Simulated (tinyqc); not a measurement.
CISD on RHF in the sto-3g basis, for H2, spin multiplicity 1, step by step. One step of it, computed by the program tinyqc.

Question. CISD: roots. Diagonalise (each vector has its largest component positive (the first on a tie)); all determinants have Ms = 0, so triplets appear too. The lowest singlet root is the correlation energy.

Occupation strings over the orbitals (2 doubly, a alpha, b beta, 0 empty; spin orbitals ordered 1a 1b 2a 2b ...): 20 ab ba 02

H - E(HF) between determinants (hartree), lower triangle:
```
          20         ab        ba        02
20  0.000000
ab  0.000000   0.882902
ba  0.000000  -0.176477  0.882902
02  0.176477   0.000000  0.000000  1.812945
```

Give: lowest roots of this matrix, relative to E(HF); lowest vectors; <S^2> of these roots; weight of the ground state by excitation level 0, 1, 2, ....

Answer.

lowest roots of this matrix, relative to E(HF) (hartree): -0.017  0.706  1.059  1.830

lowest vectors:
```
    root 1  root 2  root 3  root 4
20   0.995   0.000   0.000   0.096
ab   0.000   0.707   0.707   0.000
ba   0.000   0.707  -0.707   0.000
02  -0.096   0.000   0.000   0.995
```

<S^2> of these roots: 0.000  2.000  0.000  0.000

weight of the ground state by excitation level 0, 1, 2, ...: 0.991  0.000  0.009

With one virtual orbital singles and doubles already span the full space.
